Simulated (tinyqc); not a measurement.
Undoped symmetric double-gate MOSFET, analytic potential model: transfer curve and volume inversion.

An undoped body of thickness ts between two equal insulators and tied gates; long channel, electrons only, n = ni exp((psi - V)/Vt) with V the quasi-Fermi potential (0 at the source, Vd at the drain), constant mobility, no quantisation. Across the body psi(x) = V - 2 Vt ln[(ts/(2 beta)) sqrt(q ni/(2 eps0 eps_r Vt)) cos(2 beta x/ts)], x from the centre. Q is the electron charge per area of the whole body.

ni = sqrt(Nc Nv) exp(-Eg/(2 Vt)), Eg in volts; r = eps_r tox/(eox ts); V0 = dphi + 2 Vt ln[(2/ts) sqrt(2 eps0 eps_r Vt/(q ni))]. beta (between 0 and pi/2) solves (Vg - V0 - V)/(2 Vt) = ln(beta) - ln(cos beta) + 2 r beta tan(beta). Q = 8 eps0 eps_r Vt beta tan(beta)/ts; I = mu (1/L)(4 eps0 eps_r/ts)(2 Vt)^2 [g(beta_s) - g(beta_d)] per width, g = beta tan(beta) - beta^2/2 + r beta^2 tan^2(beta), with beta_s at V = 0 and beta_d at V = Vd. The drop is psi(surface) - psi(centre) at the source end; C = dQs/dVg, Cg = 2 eps0 eox/tox; gm = dI/dVg.

Parameters, values chosen for the exercise; material values close to those of silicon:
- T = 293 K (temperature)
- Eg = 1.1 eV (band gap)
- eps_r = 11.5 (relative permittivity of the semiconductor)
- Nc = 2.71e19 cm^-3 (conduction-band density of states at T)
- Nv = 2.51e19 cm^-3 (valence-band density of states at T)
- eox = 8.82 (relative permittivity of the gate insulator)
- tox = 6.2 nm (insulator thickness)
- ts = 15 nm (body thickness)
- dphi = -0.07 V (gate work function less that of the intrinsic body)
- mu = 120 cm^2/(V s) (channel mobility)
- L = 1 um (gate length)
- Vd = 0.5 V (drain voltage)

Constants: q = 1.602176634e-19 C, kB = 1.380649e-23 J/K, Vt = kB T/q, eps0 = 8.8541878128e-14 F/cm where lengths are in cm. Results are converted to the units shown.

Transfer curve and volume inversion:

| Vg (V) | Qs (nC/cm^2) | drop (mV) | C/Cg | I (uA/um) | gm/I (1/V) |
|---|---|---|---|---|---|
| 0.08 | 8.258e-4 | 1.521e-4 | 1.298e-5 | 2.502e-6 | 39.61 |
| 0.19 | 0.06432 | 0.01184 | 0.001010 | 1.950e-4 | 39.58 |
| 0.3 | 4.573 | 0.8374 | 0.06573 | 0.01451 | 37.83 |
| 0.42 | 92.16 | 15.24 | 0.5183 | 0.5342 | 20.70 |
| 0.53 | 267.4 | 36.98 | 0.7159 | 2.848 | 11.27 |
| 0.64 | 479.5 | 55.63 | 0.8052 | 7.751 | 7.423 |
| 0.76 | 731.7 | 71.78 | 0.8582 | 16.45 | 5.330 |
| 0.87 | 973.9 | 83.70 | 0.8877 | 27.54 | 4.080 |
| 0.98 | 1223 | 93.64 | 0.9077 | 40.68 | 3.072 |

Read the table: what changes, and by how much?

The current rises from 2.50e-6 to 40.7 uA/um. In the first row gm/I is 39.6 1/V, within 0.01 % of 1/Vt: with no depletion charge the whole body follows the gate, and the swing is ideal. The drop between surface and centre goes from 1.5e-4 to 93.6 mV and passes Vt at Vg = 0.53 V among the rows; below that the density varies across the body by less than a factor of e (volume inversion). C reaches 0.91 of Cg in the last row. For Vg = 0.76 to 0.98 V the surface density at the source passes 0.3 Nc, where Boltzmann statistics fail.

Program tinyqc, `OMP_NUM_THREADS=1 python tinyqc.py 2440069 2440070 out.jsonl`; Intel Xeon 2.30GHz, shared host, one thread, about 0.02 s.
